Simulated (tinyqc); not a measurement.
Worked calculation: empirical pseudopotential in a few plane waves. One step of it, computed by the program tinyqc.

Task: Levels at k. Diagonalise the Hermitian matrix.

H(k) at k (eV):
```
           +0+0+0     -1-1-1     -1-1+1     -1+1-1     -1+1+1     +1-1-1     +1-1+1     +1+1-1
+0+0+0   1.523401   2.366687  -2.366687  -2.366687  -2.366687  -2.366687  -2.366687  -2.366687
-1-1-1   2.366687  12.379326   0.000000   0.000000  -0.204085   0.000000  -0.204085  -0.204085
-1-1+1  -2.366687   0.000000  12.950690   0.204085   0.000000   0.204085   0.000000   0.000000
-1+1-1  -2.366687   0.000000   0.204085   5.380111   0.000000   0.204085   0.000000   0.000000
-1+1+1  -2.366687  -0.204085   0.000000   0.000000   5.951475   0.000000   0.204085   0.204085
+1-1-1  -2.366687   0.000000   0.204085   0.204085   0.000000  18.521494   0.000000   0.000000
+1-1+1  -2.366687  -0.204085   0.000000   0.000000   0.204085   0.000000  19.092859   0.204085
+1+1-1  -2.366687  -0.204085   0.000000   0.000000   0.204085   0.000000   0.204085  11.522279
+1+1+1   2.366687   0.000000  -0.204085  -0.204085   0.000000  -0.204085   0.000000   0.000000
-2+0+0   0.000000  -2.366687  -2.366687  -2.366687   2.366687   0.808137  -0.808137  -0.808137
+0-2+0   0.000000  -2.366687  -2.366687   0.808137  -0.808137  -2.366687   2.366687  -0.808137
+0+0-2   0.000000  -2.366687   0.808137  -2.366687  -0.808137  -2.366687  -0.808137   2.366687
+0+0+2   0.000000  -0.808137   2.366687  -0.808137  -2.366687  -0.808137  -2.366687   0.808137
+0+2+0   0.000000  -0.808137  -0.808137   2.366687  -2.366687  -0.808137   0.808137  -2.366687
+2+0+0   0.000000  -0.808137  -0.808137  -0.808137   0.808137   2.366687  -2.366687  -2.366687

           +1+1+1     -2+0+0     +0-2+0     +0+0-2     +0+0+2     +0+2+0     +2+0+0
+0+0+0   2.366687   0.000000   0.000000   0.000000   0.000000   0.000000   0.000000
-1-1-1   0.000000  -2.366687  -2.366687  -2.366687  -0.808137  -0.808137  -0.808137
-1-1+1  -0.204085  -2.366687  -2.366687   0.808137   2.366687  -0.808137  -0.808137
-1+1-1  -0.204085  -2.366687   0.808137  -2.366687  -0.808137   2.366687  -0.808137
-1+1+1   0.000000   2.366687  -0.808137  -0.808137  -2.366687  -2.366687   0.808137
+1-1-1  -0.204085   0.808137  -2.366687  -2.366687  -0.808137  -0.808137   2.366687
+1-1+1   0.000000  -0.808137   2.366687  -0.808137  -2.366687   0.808137  -2.366687
+1+1-1   0.000000  -0.808137  -0.808137   2.366687   0.808137  -2.366687  -2.366687
+1+1+1  12.093644  -0.808137  -0.808137  -0.808137  -2.366687  -2.366687  -2.366687
-2+0+0  -0.808137   9.665345   0.204085   0.204085  -0.204085  -0.204085   0.000000
+0-2+0  -0.808137   0.204085  22.806728   0.204085  -0.204085   0.000000  -0.204085
+0+0-2  -0.808137   0.204085   0.204085  15.236148   0.000000  -0.204085  -0.204085
+0+0+2  -2.366687  -0.204085  -0.204085   0.000000  16.378877   0.204085   0.204085
+0+2+0  -2.366687  -0.204085   0.000000  -0.204085   0.204085   8.808298   0.204085
+2+0+0  -2.366687   0.000000  -0.204085  -0.204085   0.204085   0.204085  21.949681
```

Give: eigenvalues.

Result:

eigenvalues (eV): [-1.9292, 2.0319, 4.8556, 5.3837, 10.0891, 11.1804, 12.0637, 12.1527, 13.7879, 16.5042, 17.4283, 18.3113, 21.9130, 24.0657, 26.4220]
